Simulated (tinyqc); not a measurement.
# Front-illuminated p-i-n photodiode, quantum efficiency and bandwidth, step by step

Numbers from tinyqc (`OMP_NUM_THREADS=1 python tinyqc.py 2250008 2250009 out.jsonl`; about 0.01 s on one thread of a shared Intel Xeon 2.30GHz). Printed values are rounded.

Light enters through a p layer (0 to xp), a depleted layer (xp to xp + wi) and a thick n substrate, decaying as exp(-al x); one pass, no back reflection. Carriers made in the depleted layer are all collected; those in the neutral layers diffuse.

Parameters, values chosen for the exercise; values close to those of In0.53Ga0.47As at this wavelength:

| symbol | value | unit | meaning |
|---|---|---|---|
| lam | 1550 | nm | wavelength |
| al | 7170 | 1/cm | absorption coefficient |
| Rf | 0.3 |  | reflectance of the front face |
| eps_r | 13.5 |  | relative permittivity |
| xp | 0.17 | um | thickness of the front p layer |
| wi | 0.91 | um | thickness of the depleted layer |
| Dn | 77 | cm^2/s | electron diffusion coefficient in the p layer |
| Ln | 3.4 | um | electron diffusion length in the p layer |
| S | 90000 | cm/s | recombination velocity of the front surface |
| Lp | 2.7 | um | hole diffusion length in the thick n substrate |
| ve | 6.93e6 | cm/s | electron drift velocity |
| vh | 4.78e6 | cm/s | hole drift velocity |
| dia | 180 | um | diameter |
| RL | 50 | ohm | load resistance |
| Cp | 40 | fF | parasitic capacitance |
| f | 12 | GHz | modulation frequency |

Constants: q = 1.602176634e-19 C, h = 6.62607015e-34 J s, c = 299792458 m/s, eps0 = 8.8541878128e-14 F/cm where lengths are in cm. Results are converted to the units shown.

## Quantum efficiency

k = al Ln, s = S Ln/Dn, e = exp(-al xp); front layer f1 = (k/(k^2 - 1)) {[s + k - e (s cosh(xp/Ln) + sinh(xp/Ln))]/[s sinh(xp/Ln) + cosh(xp/Ln)] - k e}; depleted layer f2 = e (1 - exp(-al wi)); substrate f3 = e exp(-al wi) al Lp/(1 + al Lp); external efficiency (1 - Rf)(f1 + f2 + f3); responsivity = efficiency q lam/(h c).

s = 0.3974026
f1 = 0.1135193
f2 = 0.4242470
f3 = 0.3039775
external efficiency = 0.5892206
responsivity = 0.7366197 A/W

The front layer absorbs 11.5 % of the light that enters and collects 98.9 % of that. Diffusion from the neutral layers makes up 49.6 % of the current.

## Response at one frequency

Drift response for pairs made in the depleted layer, a = al wi, g = 1 - exp(-a), u = 2 pi i f, te = wi/ve, th = wi/vh: electrons He = [g - a (exp(-a) - exp(-u te))/(u te - a)]/(u te g), holes Hh = [g - a (1 - exp(-a - u th))/(a + u th)]/(u th g); C = eps0 eps_r pi (dia/2)^2/wi + Cp; total |He + Hh|/sqrt(1 + (2 pi f RL C)^2), for the current of the depleted layer alone.

te = 13.13131 ps
th = 19.03766 ps
He = 0.5065496-0.1826373i
Hh = 0.3806909-0.1826655i
|He + Hh| = 0.9595008
C = 3382.535 fF
total response = 0.07501370

The drift response alone falls to 1/sqrt(2) at 34.9 GHz and the RC term alone at 0.941 GHz; together they give 0.941 GHz.
